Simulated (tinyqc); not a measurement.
Scaling the whole coupling: critical temperature from a phonon spectrum: McMillan, Allen-Dynes and the linearised Eliashberg equation. Computed by tinyqc, a small Python program. Command: `OMP_NUM_THREADS=1 python tinyqc.py 3022830 3022831 out.jsonl eliashberg walk`. One thread of a shared host (Intel(R) Xeon(R) Processor @ 2.30GHz), about 0.03 s of CPU time with the checks.

alpha^2 F(omega) = sum_i (lambda_i omega_i/2) delta(omega - omega_i), so that lambda = 2 int alpha^2 F/omega d omega = sum_i lambda_i.

Inputs (values chosen for the exercise, for a model metal): peak energy omega_1 = 12 meV; coupling lambda_1 = 0.433; peak energy omega_2 = 32 meV; coupling lambda_2 = 0.182; Coulomb pseudopotential mu* = 0.12.

Peaks in alpha^2 F: two.

Constants: k_B = 8.617333262e-05 eV/K.

Method:
- omega_log = exp(sum lambda_i ln omega_i / lambda); omega_rms = sqrt(sum lambda_i omega_i^2 / lambda).
- McMillan form: k_B T_c = (omega_log/1.2) exp[-1.04 (1 + lambda)/(lambda - mu* (1 + 0.62 lambda))]. Allen-Dynes multiplies it by f1 f2: f1 = [1 + (lambda/L1)^(3/2)]^(1/3), L1 = 2.46 (1 + 3.8 mu*); f2 = 1 + (omega_rms/omega_log - 1) lambda^2/(lambda^2 + L2^2), L2 = 1.82 (1 + 6.3 mu*) omega_rms/omega_log.
- Linearised Eliashberg equation at omega_n = (2n + 1) pi k_B T, n = 0..N-1: lambda(j) = sum_i lambda_i omega_i^2/(omega_i^2 + (2 pi j k_B T)^2); K_mn = lambda(m - n) + lambda(m + n + 1) - 2 mu*(N) - delta_mn [2m + 1 + lambda(0) + 2 sum_(j=1..m) lambda(j)], with 1/mu*(N) = 1/mu* + ln(omega_rms/omega_N), omega_N = (2N + 1) pi k_B T. T_c is where the largest eigenvalue rho of K is zero.
- N is the smallest integer at or above 8 omega_max/(2 pi k_B T_AD), omega_max the highest peak and T_AD the Allen-Dynes value.
- All lambda_i are multiplied by s. The last column is the large-lambda limit for mu* = 0, k_B T_c = 0.1827 omega_rms sqrt(lambda).

lambda = 0.615

omega_rms = 20.1103 meV

omega_log = 16.0413 meV

T_c (K):
```
s    lambda  McMillan  Allen-Dynes  Eliashberg  large-lambda limit
1.0  0.6150     3.690        3.797       3.364              33.437
1.3  0.7995     7.582        7.916       7.179              38.123
1.7  1.0455    12.613       13.459      12.454              43.596
2.3  1.4145    18.780       20.788      19.579              50.709
3.2  1.9680    25.285       29.732      28.602              59.813
```

What follows from these numbers?

McMillan/Eliashberg runs from 1.10 at lambda = 0.61 to 0.88 at 1.97: the exponential form levels off at large lambda, while the true T_c keeps rising (exponent 1.15 between the last rows, tending to 1/2). Allen-Dynes stays within about 13 % over the table. The last row reaches 48 % of the mu* = 0 limit; with mu* above zero T_c stays below that line at any lambda.

Extremes, crossings and ranges named in words are read from the listed rows.
